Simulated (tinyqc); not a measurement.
Capture against depth of the level: configuration-coordinate model of carrier capture at a defect.

Two parabolas of equal curvature k in one coordinate Q: with the carrier free at the band edge, U_f = k Q^2/2; with the carrier trapped, U_t = k (Q - dQ)^2/2 - ET. ER = k dQ^2/2, Huang-Rhys factor S = ER/hw, hw = 0.0646541 sqrt(k/M) eV for k in eV/angstrom^2 and M in u. The curves cross at a height Eb = (ER - ET)^2/(4 ER) above the free minimum.

Multiphonon factor for giving p = ET/hw phonons to the lattice: W = exp(-S (2 nb + 1)) ((nb + 1)/nb)^(p/2) I_p(x), nb = 1/(exp(hw/kT) - 1), x = 2 S sqrt(nb (nb + 1)), I_p the modified Bessel function. Classical limit: W = hw exp(-Eb/kT)/sqrt(4 pi ER kT). At T = 0: exp(-S) S^p/Gamma(p + 1).

Constants: kB = 8.617333262e-05 eV/K.

Inputs chosen for the exercise (out of a larger set: of the size met at a vacancy centre in SiC; not measured data): ER = 0.42 eV (relaxation energy); hw = 0.058 eV (phonon energy of the mode); T = 77 K (temperature).

ET is varied at fixed ER, hw and T, as by moving the band edge with alloying or pressure.

Against ET:

| ET/ER | ET (eV) | Eb (eV) | log10 W | log10 W, classical |
|---|---|---|---|---|
| 0.10 | 0.042 | 0.0851 | -2.482 | -6.075 |
| 0.25 | 0.105 | 0.0591 | -1.816 | -4.374 |
| 0.50 | 0.210 | 0.0262 | -1.171 | -2.227 |
| 0.75 | 0.315 | 0.0066 | -0.881 | -0.938 |
| 1.00 | 0.420 | 0.0000 | -0.834 | -0.509 |
| 1.25 | 0.525 | 0.0066 | -0.972 | -0.938 |
| 2.00 | 0.840 | 0.1050 | -2.197 | -7.381 |
| 3.00 | 1.260 | 0.4200 | -5.144 | -27.998 |

Give the missing row, ET/ER = 1.50, ET (eV) = 0.630.

Computed row:
```
ET/ER  ET (eV)  Eb (eV)  log10 W  log10 W, classical
1.50     0.630   0.0262   -1.261              -2.227
```

Capture is fastest at ET/ER = 1 among these rows, where the barrier vanishes or nearly so. The classical form is symmetric about ET = ER; the quantum one gives -1.17 at 0.5 and -1.26 at 1.5, against -2.23 for both. At ET = 3 ER it lies 22.9 decades above the classical value: deep levels capture by emitting many phonons, and the rate falls with depth by 7.0 decades per eV between the last two rows. Rows deeper than the gap of the host are formal.

tinyqc: `OMP_NUM_THREADS=1 python tinyqc.py 1451740 1451741 out.jsonl`; about 0.01 s, one thread, shared Intel(R) Xeon(R) Processor @ 2.30GHz.
